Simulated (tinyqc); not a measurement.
# Fully depleted semiconductor-on-insulator film with two gates, non-linear Poisson equation by Newton steps: two studies

One dimension across the film, front interface at x = 0, back interface at x = ts. psi is counted from the intrinsic level, n = ni exp(psi/Vt) (source grounded), holes neglected, acceptors ionised. Gates act through Cox = eps0 eox/tox and Cbox = 3.9 eps0/tb with potentials G1 = Vg - (phiM - chi - Vt ln(Nc/ni)) and G2 = Vb - (phiB - chi - Vt ln(Nc/ni)). Classical Boltzmann densities, no interface charge, no depletion in the back plane.

Parameters, values chosen for the exercise; band and dielectric values close to those of silicon:
```
symbol,value,unit,meaning
T,250,K,temperature
Eg,1.13,eV,band gap
eps_r,11.6,,relative permittivity
Nc,2.16e19,cm^-3,conduction-band density of states at T
Nv,2.02e19,cm^-3,valence-band density of states at T
chi,3.99,eV,electron affinity
eox,7.39,,relative permittivity of the gate insulator (close to silicon nitride)
tox,3.6,nm,insulator thickness
ts,20,nm,film thickness
tb,20,nm,buried-oxide thickness (eps_r 3.9)
Na,1.6e16,cm^-3,acceptor density of the film
phiM,4.32,eV,work function of the front gate
phiB,4.04,eV,work function of the back plane
Vb,-1.6,V,back-gate voltage
```

Constants: q = 1.602176634e-19 C, kB = 1.380649e-23 J/K, Vt = kB T/q, eps0 = 8.8541878128e-14 F/cm where lengths are in cm. Results are converted to the units shown.

Each table varies one quantity; the others keep the values above.

## Charge against front-gate voltage

ni = sqrt(Nc Nv) exp(-Eg/(2 Vt)), Eg in volts. The Poisson equation eps0 eps_r d2psi/dx2 = q (n + Na), with -eps0 eps_r dpsi/dx = Cox (G1 - psi) at x = 0 and eps0 eps_r dpsi/dx = Cbox (G2 - psi) at x = ts, is solved on 300 equal intervals with half boxes at both ends; N_inv is the trapezoid sum of n. Swing = ln 10/(d ln N_inv/dVg); the last column is (dN_inv/dVb)/(dN_inv/dVg).

Charge against front-gate voltage:
```
Vg (V)	psi front (V)	psi back (V)	N_inv (cm^-2)	centroid/ts	swing (mV/decade)	q dN_inv/dVg over Cox	back/front leverage
-0.01	0.136	-0.174	6.56e3	0.0685	54.1	2.46e-8	0.0899
0.14	0.277	-0.0696	3.93e6	0.0615	54.0	1.48e-5	0.0879
0.29	0.416	0.0350	2.35e9	0.0559	54.4	0.00877	0.0864
0.44	0.528	0.115	3.49e11	0.0491	130	0.546	0.0839
0.59	0.568	0.134	1.58e12	0.0404	390	0.820	0.0807
0.74	0.589	0.140	3.04e12	0.0342	694	0.889	0.0787
0.89	0.603	0.143	4.58e12	0.0298	1.01e3	0.919	0.0774
1.04	0.613	0.144	6.16e12	0.0265	1.33e3	0.937	0.0766
1.19	0.622	0.145	7.77e12	0.0239	1.66e3	0.948	0.0760
```

N_inv passes 1e11 cm^-2 at Vg = 0.387 V. The swing starts at 54.1 mV a decade, against (1 + k) Vt ln 10 = 53.1 for a front channel with k = Cs Cbox/(Cox (Cs + Cbox)) = 0.0711, Cs = eps0 eps_r/ts; above threshold this column is no longer a subthreshold swing. The centroid falls from 0.0685 to 0.0239 of ts and the leverage of the back gate falls from 0.0899 to 0.0760. For Vg = 0.59, 0.74, 0.89, 1.04, 1.19 the density at an interface exceeds 0.3 Nc, where Boltzmann statistics fail. In every row the classical centroid lies within 3 nm of an interface, where confinement, left out, would push it away.

## Threshold and coupling against the film thickness

VT is the Vg for N_inv = 1e11 cm^-2; -dVT/dVb from the linearised equation. Limits with Cs = eps0 eps_r/ts: front channel Cs Cbox/(Cox (Cs + Cbox)), back channel Cbox (Cox + Cs)/(Cox Cs). Swing at N_inv = 1e8 cm^-2.

Threshold and coupling against the film thickness:
```
ts (nm)	VT (V)	centroid/ts at VT	-dVT/dVb	front-channel limit	back-channel limit	swing (mV/decade)
4	0.419	0.202	0.103	0.0890	0.162	54.8
5.6	0.415	0.153	0.101	0.0868	0.189	54.7
7.7	0.410	0.116	0.0985	0.0841	0.224	54.6
11	0.403	0.0849	0.0945	0.0802	0.280	54.4
15	0.395	0.0655	0.0901	0.0759	0.347	54.2
21	0.386	0.0502	0.0842	0.0702	0.448	53.9
29	0.374	0.0395	0.0776	0.0639	0.582	53.6
40	0.362	0.0317	0.0702	0.0568	0.767	53.2
```

What does the comparison show?

As ts goes from 4 to 40, VT falls from 0.419 to 0.362 V, the centroid falls from 0.202 to 0.0317 of ts and -dVT/dVb falls from 0.103 to 0.0702. The coupling covers 19.0 % of the way from the front-channel to the back-channel limit in the first row and 1.89 % in the last. For ts = 4, 5.6, 7.7 the film is thin enough for confinement to raise VT, which is left out.

tinyqc, about 0.4 s, one thread, Intel Xeon 2.30GHz (shared host): `OMP_NUM_THREADS=1 python tinyqc.py 2190086 2190087 out.jsonl`
